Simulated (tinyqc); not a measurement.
Inside a calculation. Method: RKS/PBE in the 3-21g basis, for H3+, spin multiplicity 1. One step of it, computed by the program tinyqc.

Question. Iteration 6 (converged): orbitals. Diagonalise F' = X^T F X, C = X C', fill 1 alpha and 1 beta electrons from the bottom; D = 2 C_occ C_occ^T. Each column has its largest component positive (the first on a tie).

converged F (hartree):
```
           1H 1s      1H 2s      2H 1s      2H 2s      3H 1s      3H 2s
1H 1s  -0.285053  -0.582700  -0.227612  -0.345775  -0.227612  -0.345775
1H 2s  -0.582700  -0.605146  -0.347293  -0.436809  -0.347293  -0.436809
2H 1s  -0.227612  -0.347293  -0.305617  -0.566910  -0.002464  -0.064094
2H 2s  -0.345775  -0.436809  -0.566910  -0.523059  -0.064094  -0.165799
3H 1s  -0.227612  -0.347293  -0.002464  -0.064094  -0.305617  -0.566910
3H 2s  -0.345775  -0.436809  -0.064094  -0.165799  -0.566910  -0.523059
```

X:
```
           1H 1s      1H 2s      2H 1s      2H 2s      3H 1s      3H 2s
1H 1s   1.260221  -0.573692   0.011505   0.061313   0.011505   0.061313
1H 2s  -0.573692   2.110119   0.013402  -0.729793   0.013402  -0.729793
2H 1s   0.011505   0.013402   1.240692  -0.483672  -0.008759   0.025581
2H 2s   0.061313  -0.729793  -0.483672   1.602636   0.025581   0.202231
3H 1s   0.011505   0.013402  -0.008759   0.025581   1.240692  -0.483672
3H 2s   0.061313  -0.729793   0.025581   0.202231  -0.483672   1.602636
```

Give: F' = X^T F X; orbital energies; coefficients C; D after iteration 6.

Answer.

F' = X^T F X (hartree):
```
         1        2        3        4        5        6
1   0.1342  -0.5662  -0.0593  -0.0410  -0.0593  -0.0410
2  -0.5662  -0.0074  -0.0855  -0.1520  -0.0855  -0.1520
3  -0.0593  -0.0855   0.0778  -0.5228   0.0038   0.0397
4  -0.0410  -0.1520  -0.5228  -0.0801   0.0397  -0.0180
5  -0.0593  -0.0855   0.0038   0.0397   0.0778  -0.5228
6  -0.0410  -0.1520   0.0397  -0.0180  -0.5228  -0.0801
```

orbital energies (hartree): MO1 -0.7532, MO2 -0.5607, MO3 -0.2609, MO4 0.4688, MO5 0.5726, MO6 0.6555

coefficients C:
```
          MO1      MO2      MO3      MO4      MO5      MO6
1H 1s  0.2817   0.0000   0.3212  -0.3329   0.0000  -1.2774
1H 2s  0.3746   0.0000   1.2690  -0.1323   0.0000   2.0196
2H 1s  0.2202   0.3166  -0.2131  -0.8491  -0.9000   0.2218
2H 2s  0.1748   0.5022  -0.8572   0.8623   0.9263  -0.8724
3H 1s  0.2202  -0.3166  -0.2131  -0.8491   0.9000   0.2218
3H 2s  0.1748  -0.5022  -0.8572   0.8623  -0.9263  -0.8724
```

D after iteration 6:
```
        1H 1s   1H 2s   2H 1s   2H 2s   3H 1s   3H 2s
1H 1s  0.1588  0.2111  0.1241  0.0985  0.1241  0.0985
1H 2s  0.2111  0.2807  0.1650  0.1309  0.1650  0.1309
2H 1s  0.1241  0.1650  0.0970  0.0770  0.0970  0.0770
2H 2s  0.0985  0.1309  0.0770  0.0611  0.0770  0.0611
3H 1s  0.1241  0.1650  0.0970  0.0770  0.0970  0.0770
3H 2s  0.0985  0.1309  0.0770  0.0611  0.0770  0.0611
```
